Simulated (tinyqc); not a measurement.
Changing the hydrogen carrier pressure p_H: microkinetic model of low-temperature epitaxy from hydride gases: adsorption, hydrogen desorption and rate control. Computed by tinyqc, a small Python program. Command: `OMP_NUM_THREADS=1 python tinyqc.py 3018830 3018831 out.jsonl hepi sweep`. One thread of a shared host (Intel(R) Xeon(R) Processor @ 2.30GHz), about 0.03 s of CPU time with the checks.

Each hydride molecule needs two free sites and leaves four hydrogen atoms, of which two leave at once as H2; theta is the hydrogen coverage, the site density is 6.78 per nm^2 and one layer is 1.358 angstrom thick.

Inputs (values chosen for the exercise, close to those used for silane, with second-order desorption as on Si(111) but the site density of Si(001)):
```
quantity                            value  unit
silane pressure p_S                  0.01    Pa
sticking prefactor of silane s0     0.054     -
adsorption barrier E_s               0.22    eV
desorption prefactor nu_d         4.4e+11   1/s
desorption energy on silicon E_d     2.05    eV
sticking of hydrogen s_H          4.1e-07     -
temperature T                         500     C
```

Film: silicon. Order of hydrogen desorption: second.

Constants: k_B = 8.617333262e-05 eV/K; u = 1.6605390666e-27 kg; k_B = 1.380649e-23 J/K.

Method:
- Flux per site F = p/(sqrt(2 pi M k_B T) x 6.78e18 per m^2), M = 32.12 u (silane), 2.016 u (hydrogen); s = s0 exp(-E_s/(k_B T)); k_S = s F_S = k; k_H = s_H F_H; k_d = nu_d exp(-E_d/(k_B T)).
- Temperatures in kelvin are T(C) + 273.15.
- With k the hydride and k_H the hydrogen adsorption rate on free pairs and k_d the desorption rate, steady state: 2 (k + k_H)(1 - theta)^2 = k_d theta^2; growth rate R = k (1 - theta)^2 layers/s; 1 layer/s = 8.148 nm/min.
- With c = 2 (k + k_H)/k_d the free share is 1 - theta = 1/(1 + sqrt(c)).
- X_i = d ln R/d ln k_i at fixed other constants. With f = 1 - theta and a = 2/f + 2/theta: d ln f/d ln k_d = 1/(a f), so X_d = 2/(a f), X_k = 1 - X_d k/(k + k_H), X_H = -X_d k_H/(k + k_H); they sum to 1.

One run for each value:
```
hydrogen carrier pressure p_H (Pa)  growth rate G (nm/min)  hydrogen coverage theta  X_H (hydrogen adsorption)
1                                               3.5411e-02                  0.70223                   -0.05342
4                                               3.0585e-02                  0.72326                   -0.17919
20                                              1.8173e-02                  0.78668                   -0.48946
70                                              8.3998e-03                  0.85497                   -0.72857
300                                             2.5593e-03                  0.91995                   -0.88415
1000                                            8.4862e-04                  0.95390                   -0.94246
20000                                           4.6160e-05                  0.98925                   -0.98865
100000                                          9.3472e-06                  0.99516                   -0.99504
```

Give the missing row, hydrogen carrier pressure p_H (Pa) = 6000.

Computed row:
```
hydrogen carrier pressure p_H (Pa)  growth rate G (nm/min)  hydrogen coverage theta  X_H (hydrogen adsorption)
6000                                            1.5096e-04                  0.98056                   -0.97858
```

Interpolating between the two neighbouring rows (the first column on a logarithmic scale, the others too where they are positive) misses most in growth rate G (nm/min), by 1.5 %. Over the rows, growth rate G (nm/min) falls from 0.0354 to 9.35e-6 (exponent d ln y / d ln x -0.11 between the first rows and -0.99 between the last); hydrogen coverage theta rises from 0.702 to 0.995 (exponent d ln y / d ln x 0.021 between the first rows and 0.0037 between the last); X_H (hydrogen adsorption) falls from -0.0534 to -0.995 (exponent d ln y / d ln x 0.87 between the first rows and 0.0040 between the last). At the high end the exponent of growth rate G is -0.99, close to -1: carrier hydrogen holds the sites.

Caution (rows 6000, 20000, 100000): at carrier pressures near or above 1e4 Pa gas-phase transport, left out here, begins to limit.
